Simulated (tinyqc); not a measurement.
Elastic strain and critical thickness of a cubic alloy layer A(1-x)B(x) on a thick substrate: one step, computed by the program tinyqc. Command: `OMP_NUM_THREADS=1 python tinyqc.py 3009473 3009474 out.jsonl misfit walk`. One thread of a shared host (Intel(R) Xeon(R) Processor @ 2.30GHz), about 0.01 s of CPU time with the checks.

Strain is positive in tension. The layer is coherent with the substrate unless said otherwise.

Problem. Equilibrium strain at the thickness h. For h > h_c the same force balance gives the strain left, |e| = |f| A [ln(h/b) + 1]/h, and below h_c e = f; relaxation = 1 - e/f; dislocations per length across each line direction = (|f| - |e|)/(b cos lambda).

Inputs (values chosen for the exercise, modelled on Ge(1-x)Si(x) on Ge): layer thickness h = 79 nm.

Layer: uncapped. Misfit dislocation: edge.

critical thickness h_c (Matthews-Blakeslee) = 1.395290 nm

misfit f = 0.02088870

prefactor A = 0.6147020 nm

Burgers vector b = 0.3918948 nm

Give: strain left e; relaxation; dislocation line density.

Solution.

strain left e = 0.001025

relaxation = 95.09 %

dislocation line density = 50.69 1/micrometre

h is 56.62 h_c: in equilibrium dislocations lie 19.7 nm apart; slow nucleation and glide can keep a real layer more strained. Caution: an edge dislocation with b in the interface cannot reach it by glide, so the force balance is formal for it. Caution: a critical thickness of a few Burgers vectors is outside continuum elasticity and hangs on the core term.
